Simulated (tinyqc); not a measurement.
Changing the pressure P: Born-Mayer model of an ionic crystal AB. Computed by tinyqc, a small Python program. Command: `OMP_NUM_THREADS=1 python tinyqc.py 3025898 3025899 out.jsonl bornmayer sweep`. One thread of a shared host (Intel(R) Xeon(R) Processor @ 2.30GHz), about 0.01 s of CPU time with the checks.

Energies are per ion pair and r is the nearest distance of unlike ions.

Inputs (values chosen for the exercise, for a model salt):
```
quantity                        value           unit
ionic charge z                      1              -
unlike repulsion lambda          2710             eV
range rho                       0.318       angstrom
like repulsion lambda2            508             eV
dispersion C between like ions     64  eV angstrom^6
```

Structure: zinc blende. Short range: with like-ion terms.

Constants: e^2/(4 pi eps_0) = 14.39964548 eV angstrom; 1 eV/angstrom^3 = 160.2176634 GPa.

Method:
- Madelung constant M, unlike neighbours z1, like neighbours z2 at f r, volume per pair: rock salt 1.747565, 6, 12, sqrt2, 2 r^3; caesium chloride 1.762675, 8, 6, 2/sqrt3, 8 r^3/(3 sqrt3); zinc blende 1.638055, 4, 12, sqrt(8/3), 16 r^3/(3 sqrt3).
- U(r) = -M z^2 e^2/(4 pi eps_0 r) + z1 lambda exp(-r/rho) + z2 [lambda2 exp(-f r/rho) - C/(f r)^6] (one mean like-ion term for both sublattices).
- With the volume written as c r^3, under pressure take the root at the minimum of the enthalpy and solve U'(r) + 3 c r^2 P = 0; H = U + P V; B = (U'' - 2 U'/r)/(9 c r).

One run for each value; columns: (1) pressure P (GPa); (2) volume at P (angstrom^3); (3) bulk modulus at P (GPa); (4) enthalpy at P (eV per pair); (5) distance at P (angstrom):
```
(1)     (2)     (3)     (4)     (5)
0    83.141   12.71  -7.050  3.0000
2    73.832   21.58  -6.076  2.8836
5    66.133   33.63  -4.773  2.7797
10   58.770   52.23  -2.834  2.6724
20   50.763   86.81   0.557  2.5451
30   46.041  119.53   3.568  2.4636
50   40.250  181.85   8.920  2.3556
80   35.199  270.75  15.942  2.2527
```

Over the rows, volume at P (angstrom^3) falls from 83.1 to 35.2; bulk modulus at P (GPa) rises from 12.7 to 271; enthalpy at P (eV per pair) rises from -7.05 to 15.9. dB/dP is 4.43 between the first rows and 2.96 between the last; dH/dP equals the volume.

Extremes, crossings and ranges named in words are read from the listed rows.
